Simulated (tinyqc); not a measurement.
What moves the results: pair of shallow donors (hydrogen-like orbitals). A value that a table varies takes the place of the one given here.

Each donor has the orbital exp(-r/a); energy unit Ha* = q/(eps a), q = e^2/(4 pi eps0), so that a lone donor is bound by Ha*/2; x = R/a. One electron: S = (1 + x + x^2/3) exp(-x), j = 1/x - (1 + 1/x) exp(-2x), k = (1 + x) exp(-x); levels E(+/-) = -1/2 - (j +/- k)/(1 +/- S) in Ha*, without the repulsion of the ions, split by D = |E(-) - E(+)|. In six valleys the overlaps S and k are multiplied by v = [cos(K Rx) + cos(K Ry) + cos(K Rz)]/3, K = k0 (2 pi/a_lat), for isotropic envelopes and the symmetric valley state.

Two electrons, Heitler-London: with S' = (1 - x + x^2/3) exp(x), C = 1/x - exp(-2x)(1/x + 11/8 + 3x/4 + x^2/6), X = (1/5){exp(-2x)(25/8 - 23x/4 - 3x^2 - x^3/3) + (6/x)[S^2 (0.5772157 + ln x) + S'^2 Ei(-4x) - 2 S S' Ei(-2x)]}, Q = C - 2j + 1/x and A = X - 2 S k + S^2/x, the singlet and triplet lie at (Q +/- w A)/(1 +/- w S^2) from two lone donors, with the valley weight w = v^2; the exchange is J = triplet - singlet.

Constants: e^2/(4 pi eps0) = 14.39964547 eV angstrom.

Parameters, chosen for this exercise (near those of two donors in Si; shifted at random, so the results belong to these values and not to a real crystal): a = 17.9 angstrom (orbital radius); eps = 11.3 (dielectric constant); a_lat = 5.431 angstrom (lattice constant); k0 = 0.851 2 pi/a_lat (valley position); sites = ((10.5, 10.5, 0), (11, 11, 0), (11.5, 11.5, 0), (12, 12, 0), (12.5, 12.5, 0), (13, 13, 0), (13.5, 13.5, 0), (14, 14, 0), (14.5, 14.5, 0), (15, 15, 0)) a_lat (positions of the second donor); Ns = (0.035, 0.087, 0.21, 0.52, 1.2, 2.6, 5.2) x 1e18/cm^3 (donor densities); n = (7.5, 7.5, 0) a_lat (separation vector).

## Lattice sites along [110]

D and J for each site, and for v = 1.

Results:
```
site             R (angstrom)       v  D (meV)  J (micro-eV)  J for v = 1
(10.5, 10.5, 0)          80.6   0.946     4.21           605          676
(11, 11, 0)              84.5  -0.095    0.354          4.39          488
(11.5, 11.5, 0)          88.3   0.485     1.54          82.4          351
(12, 12, 0)              92.2   0.491     1.32          60.5          251
(12.5, 12.5, 0)          96.0  -0.100    0.225          1.77          179
(13, 13, 0)              99.8   0.948     1.81           114          127
(13.5, 13.5, 0)         103.7  -0.332    0.531          9.88         89.8
(14, 14, 0)             107.5   0.905     1.22          51.9         63.4
(14.5, 14.5, 0)         111.4  -0.022   0.0249        0.0218         44.6
(15, 15, 0)             115.2   0.396    0.374          4.91         31.3
```

Over these sites the envelope alone changes J by a factor 21.6, and the valley factor v^2 by 1.84e+03; J runs from 0.0218 at (14.5, 14.5, 0) to 605 micro-eV at (10.5, 10.5, 0). Along [110] only two valleys keep their phase, so v = (1 + 2 cos)/3 can pass through zero. J does not fall steadily with distance.

## From lone donors to an impurity band (impurity band of shallow donors (Hubbard estimate))

Donors on a simple cubic lattice of spacing R = N^(-1/3) (1/angstrom^3 = 1e24/cm^3), Ha* = q/(eps a), q = e^2/(4 pi eps0), x = R/a. Hopping t = Ha* (1 + x) exp(-x), band width B = 12 t, on-site repulsion U = (5/8) Ha*; the gap closes near B/U = 1.15. Valley factors and disorder are left out.

Results:
```
N (1e18/cm^3)  R (angstrom)  N^(1/3) a   t (meV)   B (meV)       B/U
0.035                 305.7      0.059  4.92e-05  0.000591  1.33e-05
0.087                 225.7      0.079   0.00324    0.0389  0.000874
0.21                  168.2      0.106    0.0613     0.736    0.0165
0.52                  124.4      0.144     0.544      6.53     0.147
1.2                    94.1      0.190      2.32      27.8     0.626
2.6                    72.7      0.246      6.20      74.4      1.67
5.2                    57.7      0.310      12.0       144      3.23
```

B/U passes 1.15 between 1.2 and 2.6 x 1e18/cm^3; the root is x = 4.52, N^(1/3) a = 0.221, N = 1.9 x 1e18/cm^3, below the 3.1 that the empirical rule N^(1/3) a = 0.26 gives; the estimate is rough, since random positions, the overlap of the orbitals and screening are left out. While N grows by 149 times, t grows by 2.43e+05 times.

## What each parameter does

x, D = |E(-) - E(+)| and J. Each row changes one parameter from the base and keeps the others.

Results:
```
case                         x  D (meV)  J (micro-eV)
base                     3.218    1.689           107
a = 19.7 angstrom        2.924    1.820           141
eps = 12.4               3.218    1.539          97.7
k0 = 0.831 2 pi/a_lat    3.218    4.356           694
n = (8.5, 7.5, 0) a_lat  3.439    1.117          46.1
```

The largest shifts from the base row, up to three for each result and ties (the steps differ in size, so this ranks the rows, not the parameters). x: a -0.294, n +0.221; unchanged at the printed digits by eps and k0. D (meV): k0 +2.67, n -0.573, eps -0.150. J (micro-eV): k0 +587, n -61.1, a +34.2.

Computed by tinyqc, a small Python program: `OMP_NUM_THREADS=1 python tinyqc.py 1252285 1252286 out.jsonl` (the numbers bound the seed that draws the inputs); one thread of a shared host (Intel(R) Xeon(R) Processor @ 2.30GHz), about 0.01 s for the whole set of steps.
